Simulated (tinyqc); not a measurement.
# Resistance of a tapered via with liner, size effect and interface: what changes with what

A round via whose diameter grows from db at the bottom as D(z) = db + 2 z/tan(ang). The fill, of diameter D - 2 tl, starts above the bottom liner (thickness fb tl) and has rho = rho0 (1 + ks lam/(D - 2 tl)); the sidewall liner conducts in parallel with it. The bottom liner and the interface are crossed over the full area pi db^2/4. Spreading in the lines above and below is left out.

Values chosen for this exercise; fill metal close to copper: diameter at the bottom db = 9 nm; height hv = 23 nm; sidewall angle ang = 87 degrees; bulk resistivity of the fill rho0 = 1.65 uohm cm; mean free path of the fill lam = 40.8 nm; size-effect factor ks = 1.3; liner on the sidewall tl = 1.5 nm; liner at the bottom over that on the sidewall fb = 1; resistivity of the liner rl = 450 uohm cm; interface resistivity at the bottom ri = 3.1e-12 ohm cm^2; ballistic conductance per area, about 3/(4 rho0 lam) Sb = 1.1e15 S/m^2; bulk resistivity of the second fill (close to molybdenum) rho2 = 5.18 uohm cm; its mean free path lam2 = 10.9 nm; its liner tl2 = 0.6 nm.

Each table varies one quantity; the others keep the values above.

## Via resistance against the diameter at the bottom

Slices between z0 = fb tl and hv, evaluated at their midpoints: conductance per length pi/4 [(D - 2 tl)^2/rho + (D^2 - (D - 2 tl)^2)/rl], slice resistance = slice height over that. 2000 slices. R_fill = sum of the slices; R_bottom = rl fb tl/(pi db^2/4); R_interface = ri/(pi db^2/4); ballistic (Sharvin) limit 1/(Sb pi (db - 2 tl)^2/4); ideal cylinder rho0 hv/(pi db^2/4).

Results:
columns A: db (nm); B: R_fill (ohm); C: R_bottom (ohm); D: R_interface (ohm); E: R (ohm); F: ballistic limit (ohm); G: R over ideal cylinder; H: largest part
```
A         B      C        D      E       F      G             H
6     338.8  238.7    10.96  588.5   128.6  43.84          fill
8.3   95.92  124.8    5.729  226.4   41.21  32.28  bottom liner
11    35.47  71.03    3.262  109.8   18.09  27.49  bottom liner
16    10.47  33.57    1.542  45.58   6.849  24.15  bottom liner
30    1.624  9.549   0.4386  11.61   1.588  21.63  bottom liner
42   0.6447  4.872   0.2238  5.741  0.7610  20.96  bottom liner
58   0.2769  2.555   0.1173  2.949  0.3826  20.53  bottom liner
80   0.1236  1.343  0.06167  1.528  0.1952  20.24  bottom liner
```

Estimate the missing row, db = 22 nm.

Computed row:
columns A: db (nm); B: R_fill (ohm); C: R_bottom (ohm); D: R_interface (ohm); E: R (ohm); F: ballistic limit (ohm); G: R over ideal cylinder; H: largest part
```
A       B      C       D      E      F      G             H
22  3.973  17.76  0.8155  22.55  3.206  22.58  bottom liner
```

With this row back in the table: R falls from 588 to 1.53 ohm. The fill is the largest part at db = 6, the bottom liner from 8.3 on. R goes as db^(-2.94) between the first two rows and db^(-2.04) between the last two; area alone gives -2. For db = 11, 16, 22, 30, 42, 58, 80 the ballistic limit exceeds half of R_fill, so the diffusive model understates R.

## Via resistance against the interface resistivity at the bottom

Same model as above.

2000 slices.

The same in every row: R_fill (ohm) = 71.47; R_bottom (ohm) = 106.1; ballistic limit (ohm) = 32.15.

Via resistance against the interface resistivity at the bottom:
```
ri (ohm cm^2)  R_interface (ohm)  R (ohm)  R over ideal cylinder  largest part
2e-13                     0.3144    177.9                  29.82  bottom liner
5e-13                     0.7860    178.4                  29.90  bottom liner
1e-12                      1.572    179.1                  30.03  bottom liner
2e-12                      3.144    180.7                  30.29  bottom liner
6e-12                      9.431    187.0                  31.35  bottom liner
1e-11                      15.72    193.3                  32.40  bottom liner
3e-11                      47.16    224.7                  37.67  bottom liner
```

Read the table: what changes, and by how much?

R rises from 178 to 225 ohm. The bottom liner is the largest part at ri = 2e-13 and in all other rows. The share of the two bottom terms goes from 59.8 to 68.2 %.

## Two fill metals against the diameter

2000 slices. R_fill = sum of the slices; R_bottom = rl fb tl/(pi db^2/4); R_interface = ri/(pi db^2/4). The second fill has rho2, lam2 and tl2 in place of rho0, lam and tl.

Two fill metals against the diameter:
```
db (nm)  R, first fill (ohm)  R, second fill (ohm)  ratio second/first
6                     588.47                248.74             0.42268
8.5                   212.32                108.14             0.50931
12                    88.899                49.025             0.55147
17                    39.770                22.620             0.56878
24                    18.683                10.724             0.57398
35                    8.3955                4.8193             0.57403
49                    4.1725                2.3881             0.57235
70                    2.0066                1.1442             0.57022
100                  0.97089               0.55176             0.56830
```

The ratio goes from 0.423 to 0.568. The second fill gives the lower R in every row.

tinyqc, about 0.01 s, one thread, Intel Xeon 2.30GHz (shared host): `OMP_NUM_THREADS=1 python tinyqc.py 2750041 2750042 out.jsonl`
